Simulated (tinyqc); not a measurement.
What each parameter does: pair of shallow donors (hydrogen-like orbitals).

Each donor has the orbital exp(-r/a); energy unit Ha* = q/(eps a), q = e^2/(4 pi eps0), so that a lone donor is bound by Ha*/2; x = R/a. One electron: S = (1 + x + x^2/3) exp(-x), j = 1/x - (1 + 1/x) exp(-2x), k = (1 + x) exp(-x); levels E(+/-) = -1/2 - (j +/- k)/(1 +/- S) in Ha*, without the repulsion of the ions, split by D = |E(-) - E(+)|.

Two electrons, Heitler-London: with S' = (1 - x + x^2/3) exp(x), C = 1/x - exp(-2x)(1/x + 11/8 + 3x/4 + x^2/6), X = (1/5){exp(-2x)(25/8 - 23x/4 - 3x^2 - x^3/3) + (6/x)[S^2 (0.5772157 + ln x) + S'^2 Ei(-4x) - 2 S S' Ei(-2x)]}, Q = C - 2j + 1/x and A = X - 2 S k + S^2/x, the singlet and triplet lie at (Q +/- w A)/(1 +/- w S^2) from two lone donors, with the valley weight w = 1 (one valley); the exchange is J = triplet - singlet.

Constants: e^2/(4 pi eps0) = 14.39964547 eV angstrom.

Values chosen for the exercise (out of a larger set: near those of two donors in GaN; not measured data): a = 26.6 angstrom (orbital radius); eps = 9.6 (dielectric constant); R = 158 angstrom (separation).

x, D = |E(-) - E(+)| and J.

Results for these values:

| case | x | D (meV) | J (micro-eV) |
|---|---|---|---|
| base | 5.940 | 1.128 | 56.0 |

What happens to each result for R = 182 angstrom, all else kept?

Answer: x rises from 5.940 to 6.842; D falls from 1.128 to 0.5321; J falls from 56.0 to 12.6.

The same for each parameter in turn:

| case | x | D (meV) | J (micro-eV) |
|---|---|---|---|
| base | 5.940 | 1.128 | 56.0 |
| a = 29.3 angstrom | 5.392 | 1.597 | 123 |
| eps = 10.6 | 5.940 | 1.022 | 50.8 |
| R = 182 angstrom | 6.842 | 0.5321 | 12.6 |

Computed by tinyqc, a small Python program: `OMP_NUM_THREADS=1 python tinyqc.py 1251889 1251890 out.jsonl` (the numbers bound the seed that draws the inputs); one thread of a shared host (Intel(R) Xeon(R) Processor @ 2.30GHz), about 0.01 s for the whole set of steps.
